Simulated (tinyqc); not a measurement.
Deep-level transient spectroscopy: two steps of the calculation.

Schottky contact on an n-type layer with shallow donors Nd (all ionised) and a donor-like deep trap, neutral when filled and positive when empty; depletion approximation. Traps within lam of the depletion edge stay filled. A long pulse to Vp fills the traps beyond x1 = Wp - lam; back at Vr those between x1 and x2 = Wr - lam emit. A rate window reads S = C(t2) - C(t1).

Parameters, values chosen for the exercise; material values close to those of gallium arsenide:
```
symbol,value,unit,meaning
eps_r,12.9,,relative permittivity
Nc,4.34e17,cm^-3,conduction-band density of states at 300 K
vth,4.4e7,cm/s,thermal velocity at 300 K
Nd,2.2e16,cm^-3,shallow donor density
Vbi,0.95,V,built-in voltage
Et,0.57,eV,depth of the trap below the conduction edge
sn,7.2e-15,cm^2,capture cross-section
Nt,2.9e14,cm^-3,trap density
Vr,8.4,V,reverse bias
Vp,0.4,V,reverse bias during the filling pulse
T,313,K,temperature of the transient
```

Constants: q = 1.602176634e-19 C, kB = 1.380649e-23 J/K, eps0 = 8.8541878128e-14 F/cm where lengths are in cm. Results are converted to the units shown.

Task 1. Widths. lam = sqrt(2 eps0 eps_r (EF - ET)/(q Nd)), EF - ET = Et - (kB T/q) ln(Nc(T)/Nd), Nc(T) = Nc (T/300 K)^1.5. In the steady state at the band bending V, 2 eps0 eps_r V/q = Nd W^2 + Nt (W - lam)^2 (the second term only if W > lam). V = Vbi + Vr gives Wr and V = Vbi + Vp gives Wp; x1 = max(Wp - lam, 0).

Find: lam; Wr; Wp; x1; x2; G = (x2^2 - x1^2)/Wr^2.

Result 1.

lam = 177.8 nm
Wr = 775.4 nm
Wp = 295.5 nm
x1 = 117.7 nm
x2 = 597.6 nm
G = (x2^2 - x1^2)/Wr^2 = 0.5709

Task 2. Peak temperature. Fixed-point step for en(T) = ew: T(new) = (Et q/kB)/ln(sn g T^2/ew), g = vth Nc/(300 K)^2.

ew = 138.62944 1/s
T at the start = 300 K

Find: T after step 1.

Result 2.

T after step 1 = 319.31 K

Numbers from tinyqc (`OMP_NUM_THREADS=1 python tinyqc.py 2050069 2050070 out.jsonl`; about 0.01 s on one thread of a shared Intel Xeon 2.30GHz).
